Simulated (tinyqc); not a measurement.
## Long-channel MOSFET, surface-potential model: potential, charge and velocity along the channel

n-channel transistor on a uniformly doped p-type body, gradual-channel approximation, constant mobility, Boltzmann statistics, full ionisation. Potentials are counted from the neutral body; V is the electron quasi-Fermi potential, Vsb at the source and Vsb + Vds at the drain. Charges are magnitudes per area.

ni = sqrt(Nc Nv) exp(-Eg/(2 Vt)), Eg in volts; phiF = Vt ln(Na/ni); Cox = eps0 eox/tox; gamma = sqrt(2 q eps0 eps_r Na)/Cox. The surface potential psi at channel potential V solves Vgs + Vsb - Vfb - psi = gamma sqrt(G), G = psi - Vt + Vt exp((psi - 2 phiF - V)/Vt). Charge sheet: Qi = Cox gamma [sqrt(G) - sqrt(psi - Vt)]; I = mu (W/L) [integral of Qi dpsi from psi_0 to psi_L (drift) + Vt (Qi0 - QiL) (diffusion)], with psi_0 at V = Vsb and psi_L at V = Vsb + Vds. The current is the same at every point, so the place y where the channel potential is Vsb + v follows from y/L = I(Vds = v)/I(Vds); the mean carrier velocity is I/(W Qi).

Parameters, values chosen for the exercise; material values those of a made-up semiconductor: temperature T = 300 K; band gap Eg = 1.27 eV; relative permittivity of the semiconductor eps_r = 9.24; conduction-band density of states at T Nc = 2.12e19 cm^-3; valence-band density of states at T Nv = 3.32e19 cm^-3; acceptor density of the body Na = 6.9e17 cm^-3; relative permittivity of the gate insulator eox = 3.87; insulator thickness tox = 4.7 nm; flat-band voltage Vfb = -0.75 V; channel mobility mu = 200 cm^2/(V s); gate width W = 5 um; gate length L = 5 um; source-body reverse bias Vsb = 0 V; gate-source voltage Vgs = 1.29 V; drain-source voltage Vds = 2 V.

Constants: q = 1.602176634e-19 C, kB = 1.380649e-23 J/K, Vt = kB T/q, eps0 = 8.8541878128e-14 F/cm where lengths are in cm. Results are converted to the units shown.

Along the channel:

| v (V) | psi (V) | Qi (nC/cm^2) | y/L | velocity (cm/s) |
|---|---|---|---|---|
| 0.034 | 1.206 | 146.0 | 0.2589 | 5.675e4 |
| 0.069 | 1.235 | 118.9 | 0.4802 | 6.967e4 |
| 0.103 | 1.263 | 93.61 | 0.6526 | 8.849e4 |
| 0.137 | 1.289 | 69.69 | 0.7850 | 1.189e5 |
| 0.172 | 1.313 | 47.16 | 0.8825 | 1.757e5 |
| 0.206 | 1.334 | 28.34 | 0.9434 | 2.923e5 |
| 0.241 | 1.350 | 13.71 | 0.9779 | 6.043e5 |
| 0.275 | 1.359 | 5.284 | 0.9927 | 1.568e6 |

What do the numbers show?

Half of the listed voltage range, v = 0.137 V, is reached at y/L = 0.785. The charge falls from 146 to 5.28 nC/cm^2 over the rows, so the velocity rises by a factor of 27.6 to keep the current constant.

Numbers from tinyqc (`OMP_NUM_THREADS=1 python tinyqc.py 2360091 2360092 out.jsonl`; about 0.03 s on one thread of a shared Intel Xeon 2.30GHz).
